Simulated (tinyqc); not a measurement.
Two-band k.p model of the Delta valleys near the X point under shear strain: one step. The Hamiltonian at one k. Three cases, with inputs chosen for the exercise.

Task: Fill in the 2 x 2 matrix (sigma_z diagonal) and give its levels.

Valley pair on the [001] axis, kz counted from the X point, c = hbar^2/2m0, k0 = kx0 2 pi/a. H = (c kz^2/ml + c (kx^2 + ky^2)/mt + c k0^2/ml) 1 + (2 c k0 kz/ml) sigma_z + (D exy - 2 c kx ky/Mp) sigma_x, so E = c kz^2/ml + c (kx^2 + ky^2)/mt + c k0^2/ml -/+ sqrt((2 c k0 kz/ml)^2 + (D exy - 2 c kx ky/Mp)^2). Without strain the lower band has its minima, E = 0, at kz = +/- k0. Shifts from diagonal strain are left out.

Constants: hbar^2/2m0 = 3.80998211 eV angstrom^2.

Case 1.

Values chosen (near those of Si; the results hold for these values, not for the real material): a = 5.435 angstrom (lattice constant); ml = 0.894 m0 (longitudinal mass); mt = 0.203 m0 (transverse mass); kx0 = 0.145 2 pi/a (distance of the minimum from X); D = 12.8 eV (shear deformation potential); Mp = 0.229 m0 (coupling mass); exy = 0.023 (shear strain); k = (-0.068, 0.075, 0.211) 1/angstrom (wave vector from X).

Case 2.

Values chosen (near those of Si; the results hold for these values, not for the real material): a = 5.432 angstrom (lattice constant); ml = 0.913 m0 (longitudinal mass); mt = 0.189 m0 (transverse mass); kx0 = 0.145 2 pi/a (distance of the minimum from X); D = 14.5 eV (shear deformation potential); Mp = 0.227 m0 (coupling mass); exy = 0.003 (shear strain); k = (0.079, 0.053, 0.141) 1/angstrom (wave vector from X).

Case 3.

Values chosen (near those of Si; the results hold for these values, not for the real material): a = 5.446 angstrom (lattice constant); ml = 0.91 m0 (longitudinal mass); mt = 0.197 m0 (transverse mass); kx0 = 0.144 2 pi/a (distance of the minimum from X); D = 13 eV (shear deformation potential); Mp = 0.246 m0 (coupling mass); exy = -0.026 (shear strain); k = (0.033, 0.051, 0.159) 1/angstrom (wave vector from X).

Give: H(k); levels.

Result:

Case 1.

H(k) (eV):
```
        1       2
1  0.8033  0.4641
2  0.4641  0.2004
```

levels (eV): -0.0516  1.0553

Case 2.

H(k) (eV):
```
         1        2
1   0.5802  -0.0970
2  -0.0970   0.1854
```

levels (eV): 0.1628  0.6027

Case 3.

H(k) (eV):
```
         1        2
1   0.5140  -0.3901
2  -0.3901   0.0716
```

levels (eV): -0.1557  0.7412

Computed by tinyqc, one run a case: `OMP_NUM_THREADS=1 python tinyqc.py N N+1 out.jsonl` with N = 1050944, 1051006, 1051029; one thread of a shared Intel(R) Xeon(R) Processor @ 2.30GHz, about 0.01 s a run at most.
